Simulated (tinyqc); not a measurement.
Semiconducting tubes compared: carbon nanotube by zone folding.

Circumference C = n a1 + m a2, a = sqrt3 acc; d = a sqrt(n^2 + nm + m^2)/pi; tan(theta) = sqrt3 m/(2n + m); dR = gcd(2n + m, 2m + n); T = t1 a1 + t2 a2 with t1 = (2m + n)/dR, t2 = -(2n + m)/dR, |T| = sqrt3 pi d/dR; N = 2 (n^2 + nm + m^2)/dR hexagons a cell. On cutting line mu = 0 to N - 1 at x = k|T|/(2 pi) the phases are p1 = 2 pi (-t2 mu + m x)/N, p2 = 2 pi (t1 mu - n x)/N, and E = -/+ t |1 + exp(i p1) + exp(i p2)|.

Parameters, chosen for this exercise (out of a larger set: near those used for carbon; not measured data): t = 2.99 eV (hopping); acc = 1.44 angstrom (bond length); tubes = ((8, 1), (8, 0), (16, 11), (9, 4), (11, 0), (10, 3), (15, 11)) (pairs (n, m)).

E11 and E22 are twice the two lowest band edges; the cone gives E11 d = 2 t acc and E22/E11 = 2.

Tubes:

| (n,m) | d (angstrom) | theta (deg) | (n - m) mod 3 | E11 (eV) | E22 (eV) | E11 d/(2 t acc) | E22/E11 |
|---|---|---|---|---|---|---|---|
| (8,1) | 6.78 | 5.8 | 1 | 1.2230 | 2.6765 | 0.963 | 2.188 |
| (8,0) | 6.35 | 0.0 | 2 | 1.4031 | 2.4770 | 1.035 | 1.765 |
| (16,11) | 18.67 | 23.9 | 2 | 0.4627 | 0.9117 | 1.003 | 1.971 |
| (9,4) | 9.16 | 17.5 | 2 | 0.9525 | 1.7998 | 1.013 | 1.890 |
| (11,0) | 8.73 | 0.0 | 2 | 1.0116 | 1.8521 | 1.026 | 1.831 |
| (10,3) | 9.36 | 12.7 | 1 | 0.8994 | 1.8946 | 0.978 | 2.106 |
| (15,11) | 17.95 | 24.9 | 1 | 0.4777 | 0.9623 | 0.995 | 2.015 |

E11 follows 1/d first. For mod 1 the scaled E11 lies below one (0.963 to 0.995) and E22/E11 above two (2.015 to 2.188). For mod 2 the scaled E11 lies above one (1.003 to 1.035) and E22/E11 below two (1.765 to 1.971). The largest departure of the scaled E11 is that of (8,1); warping acts as cos(3 theta)/d, most for thin tubes near zigzag. Below about 8 angstrom curvature, left out of zone folding, changes the gaps further.

(tinyqc, `OMP_NUM_THREADS=1 python tinyqc.py 1450679 1450680 out.jsonl`, Intel(R) Xeon(R) Processor @ 2.30GHz, 1 thread, shared host, about 0.03 s.)
